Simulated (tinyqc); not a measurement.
Thermal boundary conductance by the acoustic and diffuse mismatch models: one step, computed by the program tinyqc.

Each side has one longitudinal and two transverse Debye branches, omega = v q up to q_D = (6 pi^2 n)^(1/3), with n counting all atoms. Scattering at the interface is elastic. Electrons are left out of G, also for metals. Melting is ignored. G refers to the temperatures of the phonons sent towards the interface. Linear branches over all atoms overstate G at high T, most for crystals with several atoms a cell.

Question. Acoustic mismatch: transmission of each branch. No mode conversion. t(theta) = 4 Z_1 Z_2 cos(theta_1) cos(theta_2)/N^2, with N = Z_2 cos(theta_1) + Z_1 cos(theta_2) for L (the form for pressure waves) and N = Z_1 cos(theta_1) + Z_2 cos(theta_2) for both T branches (the form for shear waves polarised along the interface); sin(theta_2) = (v_2/v_1) sin(theta_1), and t = 0 beyond the critical angle arcsin(v_1/v_2); the mean over the incoming flux is alpha = 2 int t sin(theta_1) cos(theta_1) d theta_1 (64 Gauss-Legendre points).

Structure: film on a substrate.

Branches:
```
branch,v (m/s),cut-off (K),Z (1e6 kg/(m^2 s))
"L, side 1",5320,625.1917,105.3360
"T, side 1",2980,350.2014,59.0040
"L, side 2",2360,224.6835,26.4320
"T, side 2",948,90.2542,10.6176
```

Give: Transmission.

Answer.

Transmission:
```
branch,t at normal incidence,largest angle from side 1 (deg),"alpha, 1 to 2","alpha, 2 to 1"
L,0.64143,90,0.49233,0.096885
T,0.51699,90,0.67684,0.068497
```

For L waves from side 1 no critical angle exists; the mean is 0.49 against 0.64 at normal incidence. For T waves from side 1 no critical angle exists; the mean is 0.68 against 0.52 at normal incidence.
